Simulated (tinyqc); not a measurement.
## Energy and delay of logic against supply voltage: optimum supplies against the temperature

One expression serves below and above threshold: I(Vg) = Ik [ln(1 + exp((Vg - VT + dd V)/(al nf Vt)))]^al, with I_on = I(V) and I_off = I(0). Gate delay td = kd C V/I_on, clock period LD td. Per gate and cycle the switching energy is act C V^2 and the leakage energy I_off V LD td. No short-circuit current, no variation. Minima are sought above 0.09 V; below a few Vt gates no longer switch and the model has no meaning.

V_min minimises the energy and V_EDP the product of energy and td. VT, Ik and nf are held fixed.

Parameters, values chosen for the exercise; values of the order met in logic technologies: threshold voltage at zero drain bias VT = 0.4 V; slope factor nf = 1.09; barrier lowering per volt of supply dd = 0.02; specific current of a gate Ik = 0.35 uA; exponent of the current law al = 1.71; load capacitance of a gate C = 0.87 fF; delay factor kd = 1.1; logic depth LD = 40; activity factor act = 0.05.

Constants: q = 1.602176634e-19 C, kB = 1.380649e-23 J/K, Vt = kB T/q. Results are converted to the units shown.

Optimum supplies against the temperature:

| T (K) | V_min (V) | energy at V_min (aJ) | leakage share (%) | clock at V_min (MHz) | V_EDP (V) | clock at V_EDP (GHz) |
|---|---|---|---|---|---|---|
| 220 | 0.1623 | 1.538 | 25.48 | 6.651e-4 | 0.9120 | 1.029 |
| 250 | 0.1845 | 1.987 | 25.53 | 0.005957 | 0.9120 | 0.8271 |
| 280 | 0.2066 | 2.498 | 25.65 | 0.03278 | 0.9120 | 0.6814 |
| 310 | 0.2289 | 3.075 | 25.90 | 0.1273 | 0.9120 | 0.5725 |
| 340 | 0.2513 | 3.728 | 26.33 | 0.3808 | 0.9120 | 0.4889 |
| 370 | 0.2738 | 4.469 | 27.01 | 0.9315 | 0.9122 | 0.4232 |
| 400 | 0.2967 | 5.316 | 27.98 | 1.941 | 0.9126 | 0.3708 |

Read the table: what changes, and by how much?

As T goes from 220 to 400, V_min rises from 0.162 to 0.297 V, the energy there rises from 1.54 to 5.32 aJ, the clock there rises from 6.65e-4 to 1.94 MHz and V_EDP stays near 0.912 V.

Program tinyqc, `OMP_NUM_THREADS=1 python tinyqc.py 2082183 2082184 out.jsonl`; Intel Xeon 2.30GHz, shared host, one thread, about 0.01 s.
